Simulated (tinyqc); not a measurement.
Keating valence-force model of a tetrahedral crystal. Changing the bond stretching alpha. Computed by tinyqc, a small Python program. Command: `OMP_NUM_THREADS=1 python tinyqc.py 3016483 3016484 out.jsonl keating sweep`. One thread of a shared host (Intel(R) Xeon(R) Processor @ 2.30GHz), about 0.04 s of CPU time with the checks.

Atom A sits at 0 and atom B at a/4 (1,1,1) of an fcc lattice; the four bonds from A are t = a/4 (1,1,1), a/4 (1,-1,-1), a/4 (-1,1,-1), a/4 (-1,-1,1), of length d = sqrt(3) a/4. Energy: E = (3 alpha/(8 d^2)) sum over bonds (r.r - d^2)^2 + (3 beta/(8 d^2)) sum over pairs of bonds at one atom (r_i.r_j + d^2/3)^2; both atoms have the mass M. The cell holds two atoms, Omega = a^3/4. 1 N/m = 1 J/m^2.

Inputs (values chosen for the exercise, for a model crystal): lattice constant a = 3.915 angstrom; atomic mass M = 25.8 u; bond bending beta = 7.25 N/m.

Structure: diamond.

Constants: nu for 1 eV/(angstrom^2 u) = 15.6333042 THz; 1 eV/angstrom^2 = 16.02176634 J/m^2; 1 THz = 33.35640952 1/cm.

Method:
- C11 = (alpha + 3 beta)/a, C12 = (alpha - beta)/a, C44 = 4 alpha beta/(a (alpha + beta)); with the two sublattices clamped C44(0) = (alpha + beta)/a; internal-strain parameter zeta = (alpha - beta)/(alpha + beta); B = (C11 + 2 C12)/3.
- mu = M/2; lambda = 4 (alpha + beta)/mu with the springs in eV/angstrom^2; nu = 15.6333042 THz x sqrt(lambda).
- With displacements u exp(i q.r), each bracket changes by g.u, where g = (g_A, g_B): bond t, g = (-2 t, 2 t exp(i q.t)); pair (i, j) at A, g = (-(t_i + t_j), t_i exp(i q.t_j) + t_j exp(i q.t_i)); pair at B, g = (-t_i exp(-i q.t_j) - t_j exp(-i q.t_i), t_i + t_j). Then D_mn = sum over the 4 bonds and 12 pairs of (4 k/a^2) conj(g_m) g_n / sqrt(M_m M_n), with k = alpha or beta converted to eV/angstrom^2.
- An eigenvalue lambda of D in eV/(angstrom^2 u) gives nu = 15.6333042 THz x sqrt(lambda).
- Take the lowest frequency at X = (1, 0, 0) 2 pi/a, the transverse acoustic (TA) mode.

One run for each value:
```
bond stretching alpha (N/m),Raman frequency (THz),bulk modulus B (GPa),C44 (GPa),TA frequency at X (THz),internal-strain parameter zeta
38.5,14.71,104.5,62.34,5.856,0.6831
47.0,16.02,126.2,64.17,5.856,0.7327
57.3,17.47,152.5,65.75,5.856,0.7754
69.8,19.09,184.5,67.10,5.856,0.8118
85.1,20.90,223.5,68.26,5.856,0.8430
104.0,22.94,271.8,69.25,5.856,0.8697
126.0,25.11,328.0,70.04,5.856,0.8912
154.0,27.62,399.5,70.74,5.856,0.9101
```

What does the table show, and why?

Over the rows, Raman frequency (THz) rises from 14.7 to 27.6 (exponent d ln y / d ln x 0.43 between the first rows and 0.48 between the last); bulk modulus B (GPa) rises from 105 to 400 (exponent d ln y / d ln x about 0.97 throughout); C44 (GPa) rises from 62.3 to 70.7 (exponent d ln y / d ln x 0.15 between the first rows and 0.050 between the last); TA frequency at X (THz) does not change; internal-strain parameter zeta rises from 0.683 to 0.910 (exponent d ln y / d ln x 0.35 between the first rows and 0.10 between the last). At the high end the exponent of Raman frequency is 0.48, close to 0.50: the optical mode mostly stretches bonds. B = (alpha + beta/3)/a and the optical mode follow the bond stretching; C44 needs the angles to bend and saturates towards 4 beta/a, and zeta tends to 1 as bonds become rigid. The TA mode at X bends angles alone: M omega^2 = 8 beta holds no alpha.

Extremes, crossings and ranges named in words are read from the listed rows.
